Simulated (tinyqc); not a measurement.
Thin-film resistivity, exact integral against the thick limit.

Fuchs-Sondheimer for a film of thickness d, k = d/lam: rho0/rho = 1 - (3 (1 - ps)/(2 k)) int_1^infinity (t^-3 - t^-5)(1 - exp(-k t))/(1 - ps exp(-k t)) dt; thick limit rho/rho0 = 1 + 3 (1 - ps)/(8 k).

Inputs (values chosen for the exercise); metal values close to those of copper: bulk resistivity rho0 = 1.7 uohm cm; bulk mean free path lam = 40.6 nm; specular share of surface scattering ps = 0.

Thin-film resistivity, exact integral against the thick limit:
```
d (nm)        k  rho/rho0, exact  thick limit  error of the limit (%)  rho (uohm cm)
2       0.04926            7.811        8.613                    10.3          13.28
3.9     0.09606            4.911        4.904                  -0.150          8.349
7.6      0.1872            3.220        3.003                   -6.72          5.473
15       0.3695            2.214        2.015                   -8.98          3.764
29       0.7143            1.649        1.525                   -7.52          2.803
56        1.379            1.330        1.272                   -4.37          2.261
110       2.709            1.158        1.138                   -1.71          1.969
210       5.172            1.078        1.073                  -0.521          1.833
410       10.10            1.039        1.037                  -0.138          1.766
```

What does the table show?

rho/rho0 falls from 7.81 to 1.04. The error of the thick limit goes from 10 through a minimum of -9.0 (at d = 15 nm among the rows listed) to -0.14 %; it stays within 5 % for k of 1.379 and above among the rows listed. The change of sign at small k is a crossing of two different laws, not agreement.

tinyqc, about 0.01 s, one thread, Intel Xeon 2.30GHz (shared host): `OMP_NUM_THREADS=1 python tinyqc.py 2100062 2100063 out.jsonl`
